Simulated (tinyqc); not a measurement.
FCI on RHF in the sto-6g basis, for H2, spin multiplicity 1, step by step. Computed by tinyqc, a small Python program that keeps every step (integrals from PySCF). Settings: charge = 0, multiplicity = 1, basis = sto-6g, method = RHF, energy threshold = 1e-10, iteration cap = 72, orthogonalisation = canonical, start = core, DIIS depth = 6, ci = FCI, davidson = 1. Command: `OMP_NUM_THREADS=1 python tinyqc.py 24219 24220 out.jsonl` (the two numbers bound the seeds that draw the settings). One thread of a shared host (Intel(R) Xeon(R) Processor @ 2.60GHz), about 0.05 s of CPU time with the checks. The early iterations of the SCF are left out here.

## One-electron integrals

Geometry (angstrom):
```
atom         x         y         z
H     0.000000  0.000000  0.000000
H     0.000000  0.000000  0.702000
```

Basis sto-6g: exponents (1/bohr^2) and contraction coefficients of normalised primitives:
```
element  l (shell)   exponent  coefficient
H            s (1)  35.523221     0.009164
H            s (1)   6.513144     0.049361
H            s (1)   1.822143     0.168538
H            s (1)   0.625955     0.370563
H            s (1)   0.243077     0.416492
H            s (1)   0.100112     0.130334
```

Overlap, kinetic and nuclear-attraction integrals over the contracted functions; the nuclear repulsion is the sum of Za Zb / Rab.

nuclear repulsion = 0.75381369 hartree

overlap S, order 1H 1s, 2H 1s:
```
[[1.000000, 0.684625],
 [0.684625, 1.000000]]
```

kinetic energy T (hartree), order 1H 1s, 2H 1s:
```
[[0.768522, 0.258602],
 [0.258602, 0.768522]]
```

nuclear attraction V (hartree), order 1H 1s, 2H 1s:
```
[[-1.919085, -1.265984],
 [-1.265984, -1.919085]]
```

core Hamiltonian H = T + V (hartree), order 1H 1s, 2H 1s:
```
[[-1.150563, -1.007382],
 [-1.007382, -1.150563]]
```

## Two-electron integrals

Functions are numbered as in S; the eight-fold symmetry (ij|kl) = (ji|kl) = (kl|ij) leaves the list below.

Two-electron integrals (ij|kl) in chemists' order, unique and non-zero (hartree):
```
(11|11) 0.774999   (21|11) 0.466288   (21|21) 0.323155   (22|11) 0.584377
(22|21) 0.466288   (22|22) 0.774999
```

## Orthogonalisation

S = U s U^T; canonical form X = U s^(-1/2), so that X^T S X = 1. Each column of U has its largest component positive (the first on a tie).

eigenvalues of S: [0.315375, 1.684625]

X, order 1H 1s, 2H 1s:
```
[[1.259132, 0.544795],
 [-1.259132, 0.544795]]
```

## Iteration 2 (converged): orbitals

converged F (hartree), order 1H 1s, 2H 1s:
```
[[-0.392776, -0.616296],
 [-0.616296, -0.392776]]
```

Diagonalise F' = X^T F X, C = X C', fill 1 alpha and 1 beta electrons from the bottom; D = 2 C_occ C_occ^T. Each column has its largest component positive (the first on a tie).

F' = X^T F X (hartree):
```
[[0.708744, 0.000000],
 [0.000000, -0.598989]]
```

orbital energies (hartree): [-0.598989, 0.708744]

coefficients C, order 1H 1s, 2H 1s:
```
[[0.544795, 1.259132],
 [0.544795, -1.259132]]
```

D after iteration 2, order 1H 1s, 2H 1s:
```
[[0.593604, 0.593604],
 [0.593604, 0.593604]]
```

## Convergence

Stop when the energy changes by less than 1e-10 hartree and every element of the error matrix X^T (F D S - S D F) X is below 3e-06.

Course of the cycle:
```
iteration  E (hartree)    change  largest element of the error matrix
1          -1.12614055         -                             0.000000
2          -1.12614055  0.000000                             0.000000
```

PySCF RHF in the same basis = -1.12614055 hartree

Converged in 2 iterations.

## Integrals over molecular orbitals

(pq|rs) = sum C_ip C_jq C_kr C_ls (ij|kl), one index at a time.

one-electron integrals over orbitals h = C^T H C (hartree):
```
[[-1.280965, 0.000000],
 [0.000000, -0.454003]]
```

Two-electron integrals over orbitals (pq|rs), unique and non-zero (hartree):
```
(11|11) 0.681976   (21|21) 0.179395   (22|11) 0.671071   (22|22) 0.706472
```

## FCI: determinants and Hamiltonian

Hartree-Fock energy = -1.12614055 hartree

Slater-Condon rules over spin orbitals, with the nuclear repulsion added and E(HF) subtracted on the diagonal. Only determinants linked to the reference directly or through others are kept (one block of an abelian symmetry group), so some states are absent.

Occupation strings over the orbitals (2 doubly, a alpha, b beta, 0 empty; spin orbitals ordered 1a 1b 2a 2b ...): 20 02

H - E(HF) between determinants (hartree), order 20, 02:
```
[[0.000000, 0.179395],
 [0.179395, 1.678421]]
```

## FCI: roots

Diagonalise (each vector has its largest component positive (the first on a tie)); all determinants have Ms = 0, so triplets appear too. The lowest singlet root is the correlation energy.

lowest roots of this matrix, relative to E(HF) (hartree): [-0.018960, 1.697381]

lowest vectors, order 20, 02:
```
[[0.994461, 0.105104],
 [-0.105104, 0.994461]]
```

<S^2> of these roots: [0.000000, 0.000000]

weight of the ground state by excitation level 0, 1, 2, ...: [0.988953, 0.000000, 0.011047]
